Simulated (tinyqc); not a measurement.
Worked calculation: Pariser-Parr-Pople SCF with singles CI, for the molecule O=C1C=CC(=O)C=C1 (SMILES; centres numbered as the heavy atoms are written). One step of it, computed by the program tinyqc.

Problem. Singles CI, singlets. Over the 9 single excitations with the smallest orbital gaps: A = (e_a - e_i) delta + 2 (ia|jb) - (ij|ab), with (pq|rs) = sum c_mp c_mq gamma_mn c_nr c_ns. f = 2/3 w |mu|^2 in atomic units, mu = sqrt2 sum c_ia sum_m c_mi c_ma R_m.

orbital energies (eV): -14.979855  -13.625493  -11.394061  -10.735968  -4.747960  -1.494810  -0.601524  1.593810

coefficients:
```
         MO1        MO2        MO3        MO4        MO5        MO6        MO7        MO8
1O  0.331485   0.519876   0.000000   0.545408   0.448817   0.000000  -0.304380  -0.168203
2C  0.421075   0.440548   0.000000   0.059369  -0.349702   0.000000   0.564952   0.428516
3C  0.326201   0.133505   0.500000  -0.315440  -0.296876   0.500000  -0.209978  -0.379527
4C  0.326201  -0.133505   0.500000  -0.315440   0.296876  -0.500000  -0.209978   0.379527
5C  0.421075  -0.440548   0.000000   0.059369   0.349702   0.000000   0.564952  -0.428516
6O  0.331485  -0.519876   0.000000   0.545408  -0.448817   0.000000  -0.304380   0.168203
7C  0.326201  -0.133505  -0.500000  -0.315440   0.296876   0.500000  -0.209978   0.379527
8C  0.326201   0.133505  -0.500000  -0.315440  -0.296876  -0.500000  -0.209978  -0.379527
```

repulsion gamma_rs (eV), lower triangle:
```
           1O         2C         3C         4C         5C         6O         7C         8C
1O  15.200000
2C   5.774219  11.130000
3C   4.092627   5.346287  11.130000
4C   3.001369   3.872515   5.345539  11.130000
5C   2.720105   3.517455   3.872515   5.346287  11.130000
6O   2.199311   2.720105   3.001369   4.092627   5.774219  15.200000
7C   3.001369   3.872515   3.518103   3.873196   5.346287   4.092627  11.130000
8C   4.092627   5.346287   3.873196   3.518103   3.872515   3.001369   5.345539  11.130000
```

Centres (angstrom, eV; a flat drawing with bonds scaled to 1.40 angstrom):
```
centre          x          y  core charge z          W   gamma_rr
1O       2.800000   0.000000              1  17.700000  15.200000
2C       1.400000   0.000000              1  11.160000  11.130000
3C       0.700000   1.212000              1  11.160000  11.130000
4C      -0.700000   1.212000              1  11.160000  11.130000
5C      -1.400000   0.000000              1  11.160000  11.130000
6O      -2.800000   0.000000              1  17.700000  15.200000
7C      -0.700000  -1.212000              1  11.160000  11.130000
8C       0.700000  -1.212000              1  11.160000  11.130000
```

Give: singlet CI matrix; singlet excitation energies; oscillator strengths.

Solution.

singlet CI matrix (eV), lower triangle:
```
        4>5     3>5      2>5     4>6      3>6     4>7     1>5      3>7
4>5  4.4402
3>5  0.0000  2.9432
2>5  0.0000  0.0000   6.3109
4>6  0.0000  0.1662   0.0000  5.8041
3>6  0.7722  0.0000   0.0000  0.0000   7.0023
4>7  0.0000  0.0000  -0.6117  0.0000   0.0000  6.8174
1>5  0.4058  0.0000   0.0000  0.0000  -0.4187  0.0000  6.9783
3>7  0.0000  0.0000   0.0000  0.0000   0.0000  0.0000  0.0000   6.9417
2>6  0.0000  0.0000   0.0000  0.0000   0.0000  0.0000  0.0000  -0.3571

        2>6
2>6  8.3226
```

singlet excitation energies (eV): 2.9336  4.1355  5.8137  5.9021  6.8429  6.8548  7.2262  7.4424  8.4095

oscillator strengths: 0.0000  1.1562  0.0000  0.0000  1.1631  0.2096  0.0000  0.5515  0.2781
